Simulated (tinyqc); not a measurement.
MP2 on RHF in the sto-3g basis, for H3-, spin multiplicity 1, step by step. The basis has no diffuse functions, so it cannot describe the extra electron: this is an exercise in the method, not the real anion. One step of it, computed by the program tinyqc.

Task: Second-order Moller-Plesset energy. E2 = sum_ijab (ia|jb) [2 (ia|jb) - (ib|ja)] / (e_i + e_j - e_a - e_b) over occupied i, j and virtual a, b; the opposite-spin part is (ia|jb)^2 / denominator, the rest is same-spin, and SCS-MP2 scales them by 6/5 and 1/3.

orbital energies (hartree): MO1 -0.123664, MO2 0.220776, MO3 0.912357

Two-electron integrals over orbitals (pq|rs), unique and non-zero (hartree):
```
(11|11) 0.534647    (21|11) -0.019264   (21|21) 0.148234    (22|11) 0.466899
(22|21) 0.021452    (22|22) 0.538671    (31|11) 0.069523    (31|21) 0.013211
(31|22) -0.057905   (31|31) 0.143341    (32|11) 0.020148    (32|21) -0.134583
(32|22) -0.024413   (32|31) -0.005787   (32|32) 0.138209    (33|11) 0.546059
(33|21) -0.009707   (33|22) 0.474810    (33|31) 0.091465    (33|32) 0.013292
(33|33) 0.591275
```

Hartree-Fock energy = -1.25937828 hartree

Give: Terms; Pair energies; MP2 correlation energy; SCS-MP2 correlation energy; MP2 total energy.

Result:

Terms:
```
i  j  a  b  (ia|jb)  (ib|ja)  denominator       term
2  2  3  3    0.138    0.138       -1.383     -0.014
1  1  3  3    0.143    0.143       -2.072     -0.010
1  2  3  3   -0.006   -0.006       -1.728  -1.94e-05
2  1  3  3   -0.006   -0.006       -1.728  -1.94e-05
```

Pair energies (hartree; pair i-j sums ij and ji):
```
pair  opposite spin  same spin
1-1          -0.010      0.000
2-1       -3.88e-05      0.000
2-2          -0.014      0.000
```

MP2 correlation energy = -0.02377 hartree

SCS-MP2 correlation energy = -0.02852 hartree

MP2 total energy = -1.28314 hartree
